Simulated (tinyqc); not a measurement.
Worked calculation: Hubbard ring of 4 sites. Computed by tinyqc, a small Python program that keeps every step. Settings: hopping = 1.44, U = 8.2, mixing = 1, iteration cap = 82. Command: `OMP_NUM_THREADS=1 python tinyqc.py 25220 25221 out.jsonl` (the two numbers bound the seeds that draw the settings). One thread of a shared host (Intel(R) Xeon(R) Processor @ 2.60GHz), about 0.2 s of CPU time with the checks. Later iterations appear only in the table of the cycle.

## Mean-field iteration 1

one-body matrix (hopping and site energies) (eV), lower triangle:
```
,1,2,3,4
1,-0.07000
2,-1.44000,-0.79000
3,0.00000,-1.44000,-0.01000
4,-1.44000,0.00000,-1.44000,-0.14000
```

U = 8.20000 eV

electrons, up and down: 2  2

mixing = 1

n(up) at the start (a guess, not normalised): 1 0.95000, 2 0.05000, 3 0.95000, 4 0.05000

n(down) at the start (a guess): 1 0.05000, 2 0.95000, 3 0.05000, 4 0.95000

H(up) = T + U n(down), H(down) = T + U n(up); fill the lowest levels; n(new) = n + mixing (n(out) - n); E = tr T (rho up + rho down) + U sum n_up n_down of the output.

levels, up (eV): -0.67003  0.37075  7.24304  8.44623

levels, down (eV): -1.09444  0.03560  7.74916  8.69968

energy = -2.91558 eV

n(up) after iteration 1: 1 0.94274, 2 0.06238, 3 0.94187, 4 0.05301

n(down) after iteration 1: 1 0.04936, 2 0.95462, 3 0.04868, 4 0.94735

## Mean-field iteration 2

As before.

levels, up (eV): -0.67582  0.36257  7.26445  8.43880

levels, down (eV): -1.02374  0.07883  7.68627  8.64864

energy = -2.91574 eV

n(up) after iteration 2: 1 0.94292, 2 0.06170, 3 0.94214, 4 0.05324

n(down) after iteration 2: 1 0.05046, 2 0.95317, 3 0.04984, 4 0.94653

## Mean-field iteration 3

As before.

levels, up (eV): -0.66871  0.37187  7.25421  8.43263

levels, down (eV): -1.02698  0.07875  7.68809  8.65015

energy = -2.91575 eV

n(up) after iteration 3: 1 0.94272, 2 0.06198, 3 0.94192, 4 0.05339

n(down) after iteration 3: 1 0.05043, 2 0.95324, 3 0.04981, 4 0.94652

## Convergence

Each step fills the lowest levels of T + U n(other spin) and sets n(new) = n + mixing (n(out) - n); stop when output and input agree to 1e-8.

Course of the cycle:
```
iteration,E (eV),largest |n(out) - n(in)|,mean |n_up - n_down|
1,-2.9155808,1.24e-02,0.89329
2,-2.9157414,1.44e-03,0.89238
3,-2.9157455,2.75e-04,0.89220
4,-2.9157456,3.49e-05,0.89217
5,-2.9157456,7.06e-06,0.89217
6,-2.9157456,9.35e-07,0.89216
7,-2.9157456,1.93e-07,0.89216
8,-2.9157456,2.75e-08,0.89216
9,-2.9157456,5.41e-09,0.89216
```

local moments n_up - n_down: 1 0.89225, 2 -0.89124, 3 0.89208, 4 -0.89309

Converged in 9 iterations. Before convergence this energy mixes input and output and is not variational, so it may rise towards its limit.

## Exact diagonalisation (36 states)

Lowest levels of the sector, and the double occupancy of the lowest state.

lowest levels (eV): -3.45526  -2.96511  -2.07484  -1.92370  -1.92331  -1.01000

double occupancy per site = 0.05059

The mean-field solution above lies 0.5395 eV above the exact energy.

## The lowest level by Lanczos steps

From a random start vector (not printed): a_j = <q_j|H|q_j>, b_j = norm of the remainder after orthogonalising; the Ritz value is the lowest eigenvalue of the tridiagonal matrix of a and b so far.

Lanczos:
```
j,a_j (eV),b_j (eV),lowest Ritz value (eV)
1,4.85383,6.10002,4.8538253
2,6.03353,6.98720,-0.6847905
3,8.13002,3.88755,-3.0455456
4,8.67714,4.65897,-3.3150697
5,6.70532,6.67569,-3.3778785
6,9.17574,5.39069,-3.4239907
7,9.04349,3.32014,-3.4450181
8,6.48549,6.04517,-3.4481064
9,5.99762,5.86871,-3.4505915
10,10.10510,4.23642,-3.4529255
```
